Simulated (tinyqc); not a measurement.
Van der Pauw, Hall and four-point-probe measurements on a doped layer: two steps of the calculation.

A uniform p-type layer with sheet resistance Rs = 1/(q ns mu), point contacts, low field (mu B small).

Parameters, values chosen for the exercise:

| symbol | value | unit | meaning |
|---|---|---|---|
| rH | 1 |  | Hall factor |
| B | 2 | T | magnetic field |
| I | 10 | uA | current |
| t | 210 | nm | thickness of the layer |

Constants: q = 1.602176634e-19 C. Results are converted to the units shown.

Question 1. New z. The van der Pauw equation exp(-pi RA z) + exp(-pi RB z) = 1 is solved for z = 1/Rs: e1 = exp(-pi RA z), e2 = exp(-pi RB z), f = e1 + e2 - 1, f' = -pi (RA e1 + RB e2), z(new) = z - f/f'.

z at the start = 0.22357682 mS
RA = 26.876988 ohm
RB = 1946.8124 ohm

Wanted: e1; e2; f; f'; z after iteration 1.

Answer 1.

e1 = 0.9813
e2 = 0.2548
f = 0.2361
f' = -1.641 kohm
z after iteration 1 = 0.3674 mS

Question 2. Sheet density, mobility and bulk values. Rs = 1/z; Hall sheet density B I/(q |VH|); Hall mobility |VH|/(Rs B I); true values ns = rH times the Hall density, mu = Hall mobility/rH; bulk density ns/t, resistivity Rs t; correction factor F = Rs/[(pi/ln 2)(RA + RB)/2].

converged z = 0.51590088 mS
VH = 0.54273992 mV
RA = 26.876988 ohm
RB = 1946.8124 ohm

Wanted: Rs; Hall sheet density; Hall mobility; ns; mu; bulk density; resistivity; F.

Answer 2.

Rs = 1938 ohm/square
Hall sheet density = 2.300e13 cm^-2
Hall mobility = 140.0 cm^2/(V s)
ns = 2.300e13 cm^-2
mu = 140.0 cm^2/(V s)
bulk density = 1.095e18 cm^-3
resistivity = 0.04071 ohm cm
F = 0.4334

tinyqc, about 0.06 s, one thread, Intel Xeon 2.30GHz (shared host): `OMP_NUM_THREADS=1 python tinyqc.py 2850152 2850153 out.jsonl`
